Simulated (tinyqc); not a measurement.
Size effects in the resistivity of thin metal films and interconnect lines: one step, computed by the program tinyqc. Command: `OMP_NUM_THREADS=1 python tinyqc.py 3018806 3018807 out.jsonl size walk`. One thread of a shared host (Intel(R) Xeon(R) Processor @ 2.30GHz), about 0.01 s of CPU time with the checks.

Electrons lose their drift at surfaces (a share 1 - p of the hits) and at grain boundaries (reflection R), besides bulk scattering. The line sits in a trench with a non-conducting liner on both walls and the bottom; the spacing equals the drawn width.

Question. Metal cross-section. Metal width w_m = w - 2t, height h_m = (aspect ratio) w - t, grain size D = (ratio) w_m.

Inputs (values chosen for the exercise, modelled on silver):
```
quantity,value,unit
drawn line width w,19,nm
grain size over metal width,0.7,-
aspect ratio (height over width),1.9,-
liner thickness t,0.9,nm
```

Geometry: line.

Give: metal width w_m; metal height h_m; grain size D; share of the trench filled by metal.

Answer.

metal width w_m = 17.2 nm

metal height h_m = 35.2 nm

grain size D = 12.04 nm

share of the trench filled by metal = 88.27 %
